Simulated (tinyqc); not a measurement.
Worked calculation: MP2 on RHF in the 6-311g basis, for H2, spin multiplicity 1. One step of it, computed by the program tinyqc.

Problem. Second-order Moller-Plesset energy. E2 = sum_ijab (ia|jb) [2 (ia|jb) - (ib|ja)] / (e_i + e_j - e_a - e_b) over occupied i, j and virtual a, b; the opposite-spin part is (ia|jb)^2 / denominator, the rest is same-spin, and SCS-MP2 scales them by 6/5 and 1/3.

orbital energies (hartree): [-0.539841, 0.133343, 0.323198, 0.569213, 2.559391, 2.628075]

Two-electron integrals over orbitals (pq|rs), unique and non-zero (hartree):
```
(11|11) 0.584446    (21|21) 0.067080    (22|11) 0.365364    (22|22) 0.312327
(31|11) -0.122860   (31|22) -0.036038   (31|31) 0.054345    (32|21) 0.016035
(32|32) 0.031532    (33|11) 0.357717    (33|22) 0.279539    (33|31) -0.038796
(33|33) 0.281501    (41|21) -0.072951   (41|32) 0.005084    (41|41) 0.098849
(42|11) -0.140051   (42|22) -0.056974   (42|31) 0.046854    (42|33) -0.050743
(42|42) 0.063345    (43|21) 0.046224    (43|32) 0.015423    (43|41) -0.048982
(43|43) 0.038698    (44|11) 0.465598    (44|22) 0.334031    (44|31) -0.081262
(44|33) 0.308336    (44|42) -0.102836   (44|44) 0.404521    (51|21) -0.028828
(51|32) 0.018835    (51|41) 0.056693    (51|43) -0.029040   (51|51) 0.078512
(52|11) -0.028748   (52|22) 0.007103    (52|31) 0.023984    (52|33) -0.004719
(52|42) 0.010417    (52|44) -0.017792   (52|52) 0.027614    (53|21) 0.033374
(53|32) -0.006491   (53|41) -0.049064   (53|43) 0.023657    (53|51) -0.043221
(53|53) 0.031929    (54|11) 0.130948    (54|22) 0.036526    (54|31) -0.058671
(54|33) 0.045779    (54|42) -0.051529   (54|44) 0.090613    (54|52) -0.040051
(54|54) 0.085963    (55|11) 0.613023    (55|22) 0.378712    (55|31) -0.143746
(55|33) 0.363438    (55|42) -0.158269   (55|44) 0.500417    (55|52) -0.060761
(55|54) 0.190241    (55|55) 0.741596    (61|11) -0.067747   (61|22) -0.016665
(61|31) 0.040780    (61|33) -0.019721   (61|42) 0.030796    (61|44) -0.055196
(61|52) 0.037757    (61|54) -0.069787   (61|55) -0.138784   (61|61) 0.073223
(62|21) -0.009152   (62|32) 0.006173    (62|41) 0.019391    (62|43) -0.013013
(62|51) 0.034576    (62|53) -0.015978   (62|62) 0.017843    (63|11) 0.092780
(63|22) 0.036725    (63|31) -0.035939   (63|33) 0.033298    (63|42) -0.037139
(63|44) 0.067990    (63|52) -0.018230   (63|54) 0.049207    (63|55) 0.129075
(63|61) -0.039533   (63|63) 0.033159    (64|21) 0.024227    (64|32) -0.018854
(64|41) -0.048429   (64|43) 0.020677    (64|51) -0.062644   (64|53) 0.036099
(64|62) -0.027936   (64|64) 0.055017    (65|21) 0.107535    (65|32) -0.004365
(65|41) -0.145136   (65|43) 0.081274    (65|51) -0.124533   (65|53) 0.090363
(65|62) -0.050867   (65|64) 0.103996    (65|65) 0.282510    (66|11) 0.603264
(66|22) 0.367316    (66|31) -0.136513   (66|33) 0.361246    (66|42) -0.152461
(66|44) 0.486285    (66|52) -0.056866   (66|54) 0.178824    (66|55) 0.709440
(66|61) -0.119213   (66|63) 0.119275    (66|66) 0.691472
```

Hartree-Fock energy = -1.10592457 hartree

Give: Terms; Pair energies; MP2 correlation energy; SCS-MP2 correlation energy; MP2 total energy.

Solution.

Terms:
```
i  j  a  b  (ia|jb)  (ib|ja)  denominator       term
1  1  4  4   0.0988   0.0988      -2.2181    -0.0044
1  1  2  2   0.0671   0.0671      -1.3464    -0.0033
1  1  2  4  -0.0730  -0.0730      -1.7822    -0.0030
1  1  4  2  -0.0730  -0.0730      -1.7822    -0.0030
1  1  3  3   0.0543   0.0543      -1.7261    -0.0017
1  1  5  5   0.0785   0.0785      -6.1985    -0.0010
1  1  6  6   0.0732   0.0732      -6.3358    -0.0008
1  1  5  4   0.0567   0.0567      -4.2083    -0.0008
1  1  4  5   0.0567   0.0567      -4.2083    -0.0008
1  1  3  6   0.0408   0.0408      -4.0310  -4.13e-04
1  1  6  3   0.0408   0.0408      -4.0310  -4.13e-04
1  1  5  2  -0.0288  -0.0288      -3.7724  -2.20e-04
1  1  2  5  -0.0288  -0.0288      -3.7724  -2.20e-04
```

Pair energies (hartree; pair i-j sums ij and ji):
```
pair  opposite spin  same spin
1-1         -0.0201          0
```

MP2 correlation energy = -0.020064 hartree

SCS-MP2 correlation energy = -0.024077 hartree

MP2 total energy = -1.125989 hartree
